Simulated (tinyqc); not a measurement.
Boltzmann transport in a parabolic band with a power-law relaxation time: one step. Integrals for r = -0.5 (acoustic phonons).

F_j(eta) = (1/Gamma(j + 1)) integral_0^infinity x^j dx/(1 + exp(x - eta)), which tends to exp(eta) for eta << 0.

tau = tau0 x^r with x = E/kT. With K_j = Gamma(j + 1) F_j(eta): <tau> = tau0 (r + 3/2) K_(r+1/2)/((3/2) K_(1/2)); mu = <tau>/(mc m0/e), m0/e = 5.685630e-12 kg/C; Hall factor rH = (3/2) K_(1/2) (2r + 3/2) K_(2r+1/2)/((r + 3/2) K_(r+1/2))^2; Seebeck S = -(kB/e) [(r + 5/2) K_(r+3/2)/((r + 3/2) K_(r+1/2)) - eta]; Lorenz number L = (kB/e)^2 [(r + 7/2) K_(r+5/2)/((r + 3/2) K_(r+1/2)) - ((r + 5/2) K_(r+3/2)/((r + 3/2) K_(r+1/2)))^2]; kB/e in V/K. Valley anisotropy is left out of rH.

Values chosen for the exercise (out of a larger set: masses near those of Ge; tau0 is set for a mobility of the usual size at this n, kL is a free input; freeze-out and phonon drag, which matter near 77 K, are left out; not measured data): r = -0.5 (exponent of tau).

eta = -2.602896

Task: Evaluate F_j and K_j for j = 1/2, r + 1/2, r + 3/2, r + 5/2 and 2r + 1/2 (each value once).

Give: F_j and K_j.

Result:

F_j and K_j:
```
j          F_j       K_j
0.5   0.072194  0.063981
0.0   0.071445  0.071445
1.0   0.072731  0.072731
2.0   0.073388   0.14678
-0.5  0.070401   0.12478
```

Run: tinyqc, `OMP_NUM_THREADS=1 python tinyqc.py 1680917 1680918 out.jsonl`; Intel(R) Xeon(R) Processor @ 2.30GHz, one thread, shared host; about 0.01 s of CPU time with all checks.
